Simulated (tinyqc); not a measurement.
Full result against the linear law: strain, valley repopulation and piezoresistance in a many-valley conduction band. Computed by tinyqc, a small Python program. Command: `OMP_NUM_THREADS=1 python tinyqc.py 3000798 3000799 out.jsonl valleys walk`. One thread of a shared host (Intel(R) Xeon(R) Processor @ 2.30GHz), about 0.03 s of CPU time with the checks.

Valleys are ellipsoids with mass m_l along the axis a and m_t across it, parabolic, with one constant relaxation time; strain shifts the valleys and leaves the masses alone. Currents are taken along [100], along the load, and along [010], across the load.

Inputs (values chosen for the exercise, for a model crystal):
```
quantity,value,unit
longitudinal mass m_l,0.993,m_0
transverse mass m_t,0.216,m_0
shear deformation potential Xi_u,7.9,eV
dilation deformation potential Xi_d,1.3,eV
C11,175,GPa
C12,61.3,GPa
C44,76,GPa
electron density n,3.7e+16,1/cm^3
relaxation time tau,180,fs
temperature T,77,K
```

Valley axes: <100> (6 valleys in 3 pairs). Load: uniaxial [100].

Constants: k_B = 8.617333262e-05 eV/K; m_0 = 9.1093837015e-31 kg; k_B = 1.380649e-23 J/K; hbar = 1.054571817e-34 J s; e = 1.602176634e-19 C.

Method:
- Each of the 6 valleys holds n_v = N_v (2/sqrt(pi)) F_1/2((E_F - dE_v)/(k_B T)), N_v = 2 (m_d k_B T/(2 pi hbar^2))^(3/2), m_d = (m_l m_t^2)^(1/3); E_F solves sum n_v = n and is counted from the unstrained edge.
- F_j(eta) = int_0^infinity x^j/(1 + exp(x - eta)) dx, without a gamma-function factor. It is evaluated after integrating by parts.
- Integrals over x = E/(k_B T) use 160 Gauss-Legendre points in u = sqrt(x) from 0 to sqrt(max(eta, 0) + 32).
- With eta_0 the reduced Fermi level without strain, r = F_-1/2(eta_0)/(2 F_1/2(eta_0)) (1 for a classical gas) and c = r (Xi_u/k_B T) (m_l - m_t)/(2 m_l + m_t): pi11 = -(2/3) c (S11 - S12), pi12 = -pi11/2, pi44 = 0, with S11 - S12 = 1/(C11 - C12).
- Compliances S11 = (C11 + C12)/((C11 - C12)(C11 + 2 C12)), S12 = -C12/((C11 - C12)(C11 + 2 C12)), S44 = 1/C44; stress sigma_ij = X n_i n_j for the unit vector n of the load; e_xx = S11 sigma_xx + S12 (sigma_yy + sigma_zz), e_xy = S44 sigma_xy/2 (tensor strain).
- Herring-Vogt shift of a valley with unit axis a: dE = Xi_d tr(e) + Xi_u a.e.a.
- Mobility tensor mu = e tau sum_v (n_v/n) [1/m_t + (1/m_l - 1/m_t) a a^T]; unstrained mu_0 = e tau (1/m_l + 2/m_t)/3; resistivity along d from the inverse tensor, rho_d = d.mu^-1.d/(n e), mobility along d = 1/(d.mu^-1.d); gauge pi_d = (rho_d/rho_0 - 1)/X.
- Linear theory: pi_l = pi11, pi_t = pi12.

pi11 = -245.567 1e-11/Pa

pi12 = 122.783 1e-11/Pa

pi44 = 0 1e-11/Pa

Resistance changes (%); at 2000 MPa the strain is near or above 1 %, where band warping, left out here, matters:
```
X (MPa),splitting (meV),largest share,first direction,linear,second direction,linear
-2000,138.96,1.00000,239.81,491.13,-26.083,-245.57
-1000,69.48,0.99994,239.74,245.57,-26.081,-122.78
-400,27.79,0.97030,207.02,98.23,-25.214,-49.11
-150,10.42,0.70524,64.93,36.84,-16.447,-18.42
-50,3.47,0.45728,15.10,12.28,-6.156,-6.14
50,3.47,0.38561,-9.97,-12.28,5.859,6.14
150,10.42,0.45278,-20.18,-36.84,14.474,18.42
400,27.79,0.49622,-25.64,-98.23,20.835,49.11
1000,69.48,0.49999,-26.08,-245.57,21.422,122.78
2000,138.96,0.50000,-26.08,-491.13,21.423,245.57
```

What follows from these numbers?

Along the first direction the linear law holds within 10 % for 1 of the 10 stresses, at -1000 MPa. At the largest compression the full change is +239.8 % against the linear +491.1 %, at the largest tension -26.1 % against -491.1 %: once the splitting is comparable with k_B T (or E_F) the populations no longer follow it linearly, and the change must saturate when the upper valleys are empty.

Extremes, crossings and ranges named in words are read from the listed rows.
